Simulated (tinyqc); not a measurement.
Anisotropic elasticity and sound waves of a cubic crystal: one step, computed by the program tinyqc.

Voigt order 1..6 = xx, yy, zz, yz, xz, xy, with engineering shear strains. The rotated frame has x' as named, z' along the wafer normal and y' = z' x x'.

Task: Sound waves along the wave normal. In the cube axes, with unit normal n: G_ij = (C12 + C44) n_i n_j + (C44 - H n_i^2) delta_ij, eigenvalues rho v^2, eigenvectors u (columns, largest component positive). Group velocity V_i = [(C12 + C44)(u.n) u_i + C44 n_i - H u_i^2 n_i]/(rho v); its angle to n has cosine v/|V|.

Inputs (values chosen for the exercise, modelled on indium arsenide): C12 = 44.96 GPa; C44 = 39.69 GPa; density rho = 5.697 g/cm^3.

Frame: (001) wafer, x' along [110].

wave normal (not normalised): 2  1.5  3.2

H = 40.8 GPa

Give: Christoffel matrix; phase velocities; polarisations; group speeds; angles between V and n.

Result:

Christoffel matrix (GPa):
```
        x       y       z
x  50.327  15.400  32.854
y  15.400  45.673  24.640
z  32.854  24.640  66.920
```

phase velocities (m/s): 2044.6  2399.3  4319.8

polarisations:
```
       slow      fast  longitudinal
x  -0.67253  -0.50396       0.54196
y  -0.29251   0.85370       0.43085
z   0.67981  -0.13123       0.72155
```

group speeds (m/s): 2151.2  2561.3  4357.6

angles between V and n (degree): 18.117  20.493  7.550

Energy flows off the wave normal by up to 20.5 degrees, for the fast transverse wave.
